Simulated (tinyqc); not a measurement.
Transistor under a ferroelectric capacitor (negative capacitance), static model: effect of the capacitance of the inner oxide.

A ferroelectric film of thickness tf lies between the gate and an inner metal at potential v, which drives an ordinary transistor. One domain, P = Q (background permittivity neglected): Vg = v + tf (2 al Q + 4 be Q^3), al = -3 sqrt(3) Ec/(4 Pr), be = 3 sqrt(3) Ec/(8 Pr^3). Gate charge Q(v) = Qi + Cp v with the channel charge Qi = Cox n Vt ln(1 + exp((v - VT)/(n Vt))). Q in uC/cm^2, E in kV/cm; 1 nm times 1 kV/cm is 1e-4 V. Domains, leakage and the switching time are left out.

C = dQ/dv = Cox/(1 + exp(-(v - VT)/(n Vt))) + Cp; dVg/dv = 1 + C tf (2 al + 12 be Q^2); gain = dv/dVg. The largest gain is taken over -0.3 V < v < 2.5 V, tc is the thickness at which dVg/dv first touches zero, the swing is n Vt ln 10 (1 + 2 al tf Cp), v solves Vg(v) = Vg, and the last column compares Qi(v) with Qi(Vg) of the transistor without the film.

Values chosen for this exercise; Pr and Ec close to those of hafnium oxide based films: temperature T = 250 K; remanent polarisation Pr = 8 uC/cm^2; coercive field Ec = 1500 kV/cm; overlap capacitance per gate area Cp = 1.1 uF/cm^2; threshold of the inner transistor VT = 0.26 V; subthreshold factor of the inner transistor n = 1.26; ferroelectric thickness tf = 3.2 nm; gate voltage Vg = 0.22 V.

Constants: q = 1.602176634e-19 C, kB = 1.380649e-23 J/K, Vt = kB T/q. Results are converted to the units shown.

Effect of the capacitance of the inner oxide:

| Cox (uF/cm^2) | tc (nm) | largest gain | swing (mV/decade) | v at Vg (V) | Qi with/without film |
|---|---|---|---|---|---|
| 1 | 9.959 | 1.473 | 51.79 | 0.2700 | 4.335 |
| 1.5 | 8.081 | 1.656 | 51.79 | 0.2727 | 4.629 |
| 2 | 6.809 | 1.887 | 51.79 | 0.2759 | 4.985 |
| 2.5 | 5.892 | 2.189 | 51.79 | 0.2797 | 5.427 |
| 3 | 5.199 | 2.601 | 51.79 | 0.2843 | 5.998 |
| 3.5 | 4.657 | 3.197 | 51.79 | 0.2903 | 6.778 |
| 4 | 4.222 | 4.132 | 51.79 | 0.2986 | 7.946 |
| 4.5 | 3.865 | 5.813 | 51.79 | 0.3124 | 10.01 |
| 5 | 3.567 | 9.726 | 51.79 | 0.3452 | 15.41 |

As Cox goes from 1 to 5 uF/cm^2, the largest gain rises from 1.47 to 9.73, the swing stays at 51.8 mV a decade and tc falls from 9.96 to 3.57 nm. For Cox = 4.5 to 5 uF/cm^2 the gain relies on a single-domain state close to the fold, which domains would spoil.

tinyqc, about 0.02 s, one thread, Intel Xeon 2.30GHz (shared host): `OMP_NUM_THREADS=1 python tinyqc.py 2860002 2860003 out.jsonl`
